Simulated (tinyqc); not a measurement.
Equation-of-state fits to an energy-volume table made by a known binding curve: one step, computed by the program tinyqc.

With x = (V/V_0)^(1/3), the energy per atom is E = -D [1 + eta (x - 1)] exp(-eta (x - 1)), so that B0 = D eta^2/(9 V_0) and B' = 1 + 2 eta/3. B' = dB/dP at P = 0.

Task: Errors of the Birch-Murnaghan fit. Third-order Birch-Murnaghan is a cubic in u = V^(-2/3): fit it by linear least squares, find the minimum, and take B0 = V E''(V), B' = -1 - V E'''/E'' there. Errors are fitted minus exact, relative; the pressure at c V_0 uses P = (3 B0/2) (x^7 - x^5) [1 + (3/4)(B' - 4)(x^2 - 1)], x = (V0/V)^(1/3) with the fitted values.

Inputs (values chosen for the exercise, for a model crystal): true volume V_0 = 32 angstrom^3/atom; compression V/V_0 for the pressure test = 0.85.

Binding curve: universal binding. Noise: none.

fitted B0 = 89.29582 GPa

exact B0 = 89.34674 GPa

fitted B' = 4.311406

exact B' = 4.326667

fitted V0 = 32.00015 angstrom^3

exact pressure at c V_0 = 20.49287 GPa

Give: error of B0; error of B'; fitted pressure at c V_0; error of that pressure.

Result:

error of B0 = -0.0570 %

error of B' = -0.353 %

fitted pressure at c V_0 = 20.6 GPa

error of that pressure = 0.688 %
